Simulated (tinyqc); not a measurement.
# Activation energy and ten-year temperature from two bakes

Problem. tr goes as exp(q Ex/(kB T)); ten years are 3.15576e8 s. Find Ex and the temperature T10 at which tr is ten years.

Constants: q = 1.602176634e-19 C, kB = 1.380649e-23 J/K. Results are converted to the units shown.

time to crystallise at 423 and 448 K (s): [1900, 30.452282]

Answer. ln tr is linear in 1/T; the line is extended to ten years.

Ex = 2.70 eV
T10 = 364 K

Numbers from tinyqc (`OMP_NUM_THREADS=1 python tinyqc.py 2880054 2880055 out.jsonl`; about 0.01 s on one thread of a shared Intel Xeon 2.30GHz).
